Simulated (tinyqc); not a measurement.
# From one set of inputs to another, one input at a time

Model: cluster expansion of a binary alloy: correlations, fit, cross-validation and ground states. Computed by tinyqc, a small Python program. Command: `OMP_NUM_THREADS=1 python tinyqc.py 3026862 3026863 out.jsonl clex ladder`. One thread of a shared host (Intel(R) Xeon(R) Processor @ 2.30GHz), about 0.2 s of CPU time with the checks.

s = +1 for A and -1 for B. Energy per site E = J0 + J1 P(point) + sum over clusters of m V P, with P the mean product of spins; V > 0 on a pair favours unlike neighbours. Clusters per site m: pair 1 6, pair 2 3, pair 3 12, triplet 8; the triplet is the triangle of first neighbours. Formation energies are counted from the line between pure A and pure B, which removes J0 and J1.

The inputs printed are set A. Inputs not listed in the table keep their values of set A, so the rows need not describe a real material.

Inputs (values chosen for the exercise, for a model alloy): first-pair interaction V1 = -5.46 meV; second-pair interaction V2 = 0.9 meV; third-pair interaction V3 = 0.36 meV; triplet interaction Vt = -0.13 meV; temperature T = 510 K; fraction x of B = 0.19.

Lattice: fcc.

Constants: k_B = 8.617333262e-05 eV/K.

Method. Random alloy: P(pair) = p^2, P(triplet) = p^3, p = 1 - 2x, so H_mix = (p^2 - 1) sum m V(pairs) + (p^3 - p) m Vt; G_mix = H_mix + k_B T [x ln x + (1 - x) ln(1 - x)]. To first order in 1/T the Warren-Cowley parameter of shell 1 is alpha_1 = -(1 - p^2) V_eff/(k_B T), V_eff = V1 + (number of triplets on a first-neighbour bond) p Vt, that number being 4.

Each row keeps all changes above it:
```
input moved                        from    to  mixing enthalpy H_mix (meV/site)  mixing free energy G_mix (meV/site)   alpha_1
set A                                 -     -                            16.242                               -5.126   0.08100
third-pair interaction V3 (meV)    0.36  -1.7                            31.460                               10.091   0.08100
fraction x of B                    0.19  0.88                            20.980                                4.855   0.04868
first-pair interaction V1 (meV)   -5.46  13.9                           -28.086                              -44.211  -0.13740
second-pair interaction V2 (meV)    0.9  -2.2                           -24.157                              -40.283  -0.13740
triplet interaction Vt (meV)      -0.13   1.9                           -18.944                              -35.070  -0.07808
temperature T (K)                   510  1000                           -18.944                              -50.563  -0.03982
```

Which inputs carry the difference?

Mixing enthalpy H_mix goes from 16.2 to -18.9, -35.2 in all. The largest single move comes from first-pair interaction V1 (-49.1), and third-pair interaction V3 works against it (+15.2). Mixing free energy G_mix goes from -5.13 to -50.6, -45.4 in all. The largest single move comes from first-pair interaction V1 (-49.1), and third-pair interaction V3 works against it (+15.2). alpha_1 goes from 0.0810 to -0.0398, -0.121 in all. The largest single move comes from first-pair interaction V1 (-0.186), and triplet interaction Vt works against it (+0.0593). The single moves hold for this order of the switches; the total does not depend on the order.

Caution (rows third-pair interaction V3, fraction x of B): G_mix lies above the hull of the ordered structures at this x, so the random alloy is not the equilibrium state at T.

Extremes, crossings and ranges named in words are read from the listed rows.
